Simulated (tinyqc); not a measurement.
# Thermionic-field emission through a Schottky barrier, WKB: contact resistivity against doping

Metal on an n-type semiconductor with one parabolic valley; V > 0 is forward bias (metal positive). Energies E are counted from the conduction edge of the neutral semiconductor, whose Fermi level lies at -xi; that of the metal lies at -xi - V. The barrier is a parabola of height Vd = phi - xi - V (depletion approximation, no image force).

Nc = 2 (2 pi me m0 kB T/h^2)^1.5 (times 1e-6 for cm^-3); Nd = Nc F12(-xi/Vt), F12(x) = (2/sqrt(pi)) int_0^infinity sqrt(u)/(1 + exp(u - x)) du; E00 = (hbar/2) sqrt(Nd/(me m0 eps0 eps_r)) in SI units (volts). For E < Vd, ln T(E) = -(Vd/E00) [sqrt(1 - y) - y ln((1 + sqrt(1 - y))/sqrt(y))], y = E/Vd; T(E) = 1 above. J = A* T (q/kB) int_0^infinity T(E) N(E) dE, N = ln[(1 + exp((-xi - E)/Vt))/(1 + exp((-xi - V - E)/Vt))], A* = 4 pi q me m0 kB^2/h^3 (times 1e-4 for A/(cm^2 K^2)). The integral is converged to the digits shown; the share over the barrier is that of E > Vd, and 0 means below 1e-6 %. The contact resistivity is rho_c = 1/(dJ/dV) at V = 0, where N becomes V f/Vt with f = 1/(1 + exp((E + xi)/Vt)). The last column is the thermionic value Vt exp(phi/Vt)/(A* T^2). By a common rule of thumb, E00/Vt below 0.5 marks thermionic emission, 0.5 to 5 thermionic-field emission and above 5 field emission.

Inputs (values chosen for the exercise); band and dielectric values close to those of gallium nitride:
- T = 200 K (temperature)
- me = 0.201 m0 (electron mass)
- eps_r = 9.64 (relative permittivity)
- phi = 0.82 eV (barrier height seen from the metal)

Constants: q = 1.602176634e-19 C, kB = 1.380649e-23 J/K, eps0 = 8.8541878128e-12 F/m, hbar = 1.054571817e-34 J s, h = 6.62607015e-34 J s, m0 = 9.1093837015e-31 kg, Vt = kB T/q. Results are converted to the units shown.

Results:
```
Nd (cm^-3)  E00/Vt  rho_c (ohm cm^2)  thermionic rho_c (ohm cm^2)
9.3e16      0.2360          6.836e11                     8.212e12
2.1e17      0.3546          1.713e11                     8.212e12
4.9e17      0.5417          1.266e10                     8.212e12
1.1e18      0.8117           1.521e8                     8.212e12
2.6e18       1.248           9.083e4                     8.212e12
5.9e18       1.880             16.20                     8.212e12
3.1e19       4.309          2.945e-5                     8.212e12
7.1e19       6.521          5.910e-7                     8.212e12
```

Estimate the missing row, Nd = 1.3e19 cm^-3.

Computed row:
```
Nd (cm^-3)  E00/Vt  rho_c (ohm cm^2)  thermionic rho_c (ohm cm^2)
1.3e19       2.790           0.01091                     8.212e12
```

With this row back in the table: rho_c falls from 6.84e11 to 5.91e-7 ohm cm^2: 0.083 of the thermionic value in the first row (thermionic emission) and 7.2e-20 of it in the last (field emission). Between the last two rows ln rho_c changes by 0.856 eV for each unit of 1/E00, to be set beside phi = 0.82 eV of the rule rho_c ~ exp(phi/E00). Even in the first row most of the current tunnels through the thin top of the barrier.

Range of the model: The depletion approximation, a parabolic band and the neglect of image-force lowering make these currents estimates at high doping.

Computed by the program tinyqc: `OMP_NUM_THREADS=1 python tinyqc.py 2640046 2640047 out.jsonl`, one thread of a shared Intel Xeon 2.30GHz, about 0.04 s for the whole run.
